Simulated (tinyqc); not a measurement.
# Electron mobility of a polar semiconductor by Rode's iterative solution of the Boltzmann equation, step by step

A worked calculation. Computed by tinyqc, a small Python program that keeps every step. Command: `OMP_NUM_THREADS=1 python tinyqc.py 3018242 3018243 out.jsonl rode walk`. One thread of a shared host (Intel(R) Xeon(R) Processor @ 2.30GHz), about 0.01 s of CPU time with the checks. Intermediate numbers are printed to about 6 digits and carried at full precision; extremes and crossings named in words are read from the listed rows.

The distribution is f(E) + e F l(E) (-df/dE) cos(theta) for a weak field F, theta counted from the force; l(E) is a mean free path. Elastic processes enter by their momentum rate, polar optical phonons by out- and in-scattering terms. One valley only: where upper valleys lie close, measured mobilities are lower. The density n is prescribed, even where a narrow-gap material would have more intrinsic carriers.

Inputs (values chosen for the exercise, for a model polar semiconductor): effective mass m = 0.36 m_0; non-parabolicity alpha = 0.16 1/eV; static permittivity eps_s = 16.1; high-frequency permittivity eps_inf = 13.2; density rho = 3480 kg/m^3; sound velocity v_l = 4630 m/s; acoustic deformation potential D_A = 8.1 eV; optical phonon energy hbar w = 39 meV; electron density n = 1.1e+18 1/cm^3; compensation ratio C = 0.55; temperature T = 350 K; grid points per phonon energy s = 8; iteration cap = 2.

Band: Kane. Elastic processes: acoustic, impurity.

Constants: k_B = 8.617333262e-05 eV/K; m_0 = 9.1093837015e-31 kg; e = 1.602176634e-19 C; hbar = 1.054571817e-34 J s; eps_0 = 8.8541878128e-12 F/m; k_B = 1.380649e-23 J/K; hbar = 6.582119569e-16 eV s.

## Fermi level and screening

Kane band: hbar^2 k^2/(2 m) = E (1 + alpha E), speed v = hbar k/(m (1 + 2 alpha E)), states per spin, volume and energy g(E) = m k (1 + 2 alpha E)/(2 pi^2 hbar^2); overlap factors are set to 1. Masses are multiplied by m_0 and all formulas are in SI units. The reduced Fermi level eta = E_F/(k_B T) solves n = 2 Z int g f dE with f = 1/(1 + exp(x - eta)) (Z = 1 unless valleys are given); screening length L_s = sqrt(eps_s eps_0 k_B T/(e^2 dn/deta)), dn/deta = 2 Z int g f (1 - f) dE. Integrals over x = E/(k_B T) use 160 Gauss-Legendre points in u = sqrt(x) from 0 to sqrt(max(eta, 0) + 32). N_I = n (1 + C)/(1 - C).

reduced Fermi level eta = -1.78881

screening length L_s = 5.07350 nm

ionised impurity density N_I = 3.78889e+18 1/cm^3

## Rates on one ladder of the grid

Phonon occupation N_q = 1/(exp(hbar w/(k_B T)) - 1). Acoustic deformation potential (elastic, equipartition, absorption and emission together): 1/tau = 2 pi k_B T D_A^2 g(E)/(hbar rho v_l^2). Singly charged impurities, momentum relaxation: 1/tau = N_I e^4 m (1 + 2 alpha E) Phi/(8 pi (eps_s eps_0)^2 hbar^3 k^3), with alpha = 0 for a parabolic band. Brooks-Herring: Phi = ln(1 + b) - b/(1 + b), b = 4 k^2 L_s^2. Polar optical, unscreened: W = e^2 w (1/eps_inf - 1/eps_s) m (1 + 2 alpha E') ln|(k + k')/(k - k')| / (4 pi eps_0 hbar^2 k), times N_q for absorption (E' = E + hbar w) and N_q + 1 for emission (E' = E - hbar w > 0), with alpha = 0 for a parabolic band; mean cosine of the angle <cos> = (k^2 + k'^2)/(2 k k') - 1/ln|(k + k')/(k - k')|. Energy grid E_j = (j + 1/2) hbar w/s, j = 0, 1, ..., up to (max(eta, 0) + 18) k_B T, so that E_j +/- hbar w are grid points; l = 0 beyond the grid; integrals are sums times the spacing. With f' = f(E'): out-scattering S_o = sum over absorption and emission of W (1 - f')/(1 - f); nu = sum of elastic rates; the in-scattering weights are c+ = W_abs <cos> (1 - f')/(1 - f) for E' = E + hbar w and c- likewise for emission.

Points j = s/2, s/2 + s, ... (the first seven rungs, or as many as the grid holds), rates in 1e12/s:
```
E (meV)   v (m/s)       nu      S_o       c+       c-
21.9375    145643  35.7181   6.7879  2.78722   0.0000
60.9375    240512  17.3714  19.0305  3.28569   5.3676
99.9375    305219  15.2382  21.7037  3.37669   8.9204
138.9375   356670  15.3693  21.9229  3.38697  10.1895
177.9375   400086  16.1595  21.6351  3.37003  10.7184
216.9375   437928  17.2027  21.2363  3.34255  10.9515
255.9375   471595  18.3579  20.8327  3.31140  11.0492
```

Points one phonon energy apart are coupled only to each other, so the grid falls into s independent ladders.

## The first two iterations on one ladder of the grid

Iteration: l_new(E) = [v(E) + c+ l(E + hbar w) + c- l(E - hbar w)]/(nu + S_o), from l = 0.

l after iteration 1 (nm): [3.4264, 6.6071, 8.2621, 9.5642, 10.5858, 11.3928, 12.0334]

l after iteration 2 (all rungs but the last shown) (nm): [3.8597, 7.8581, 10.7318, 12.7831, 14.3140, 15.4551]

In-scattering lengthens l on the lowest rung by 12.6 % and on the second by 18.9 % in this step.

## The whole iteration

mu = e sum g v l f (1 - f) / (3 k_B T sum g f) over the grid; stop when mu changes by less than 1e-8 of itself.

Course of the iteration:
```
iteration  mu (cm^2/(V s))  relative change
1                  128.405          1.00000
2                  157.056          0.18242
```

mobility mu = 157.056 cm^2/(V s)

iterations = 2

The cap of 2 iterations was reached with mu still rising by 18 % in the last step, so the value is too low.

Reruns converge with iteration cap = 200.
